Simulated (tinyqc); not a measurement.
Sampled drift against the exact one: kinetic Monte Carlo and master equation for a particle on a ring of sites with traps and bias. Computed by tinyqc, a small Python program. Command: `OMP_NUM_THREADS=1 python tinyqc.py 3004075 3004076 out.jsonl kmc walk`. One thread of a shared host (Intel(R) Xeon(R) Processor @ 2.30GHz), about 0.09 s of CPU time with the checks.

8 sites on a ring, numbered 1 to 8. The saddle between i and i+1 lies at E0 + s b_i and site i at s eps_i; a force F tilts the landscape, with the saddle half-way.

Inputs (values chosen for the exercise, for a model defect): reference barrier E0 = 0.42 eV; scale factor s of the disorder = 1; attempt frequency nu = 2.5 THz; temperature T = 260 K; site spacing a = 3.9 angstrom; force F along the ring = 0.015 eV/angstrom; seed of the random numbers = 111327.

Disorder: site traps.

site energies eps_i (eV): [-0.049, 0, 0, 0, -0.051, 0, -0.054, 0]

saddle shifts b_i between sites i and i+1 (eV): [0, 0, 0, 0, 0, 0, 0, 0]

Constants: k_B = 8.617333262e-05 eV/K.

Method:
- Rates: k(i to i+1) = nu exp(-(E0 + s b_i - s eps_i - F a/2)/(k_B T)), k(i to i-1) = nu exp(-(E0 + s b_(i-1) - s eps_i + F a/2)/(k_B T)).
- Share right = k right/(k right + k left); mean stay = 1/(k right + k left).
- Master equation dP/dt = W P, W_(i+1,i) = k right, W_(i-1,i) = k left, columns summing to zero. The steady state is its null vector; drift v = a sum P_i (k right - k left). D = a^2 lambda''(0)/2, where lambda(q) is the leading eigenvalue of W with right hops weighted by exp(q) and left hops by exp(-q).
- The slowest relaxation rate is minus the real part of the next eigenvalue of W. 1 angstrom = 1e-8 cm.
- 400 independent walkers start on sites drawn with weights P_i (k right + k left), the steady shares of hops (random numbers not printed); the estimate is total displacement over total time, with its standard error from the spread between walkers.

occupations P_i: [0.256104, 0.028748, 0.028748, 0.028748, 0.280017, 0.028748, 0.320137, 0.028748]

drift velocity v = 5.53817e-04 cm/s

Drift from sampling:
```
hops per walker  estimate (cm/s)  standard error (cm/s)  deviation in standard errors
10                    5.5021e-04             1.3376e-05                       -0.2695
30                    5.5349e-04             8.5220e-06                       -0.0385
100                   5.5394e-04             4.3968e-06                        0.0272
300                   5.5687e-04             2.6268e-06                        1.1640
1000                  5.5339e-04             1.2902e-06                       -0.3282
3000                  5.5375e-04             7.6329e-07                       -0.0881
```

What follows from these numbers?

The exact drift is 5.538e-4 cm/s. The standard error falls by a factor 3.41 from 100 to 1000 hops (sqrt10 = 3.16), and in the last row it is 0.14 % of the drift.

Extremes, crossings and ranges named in words are read from the listed rows.
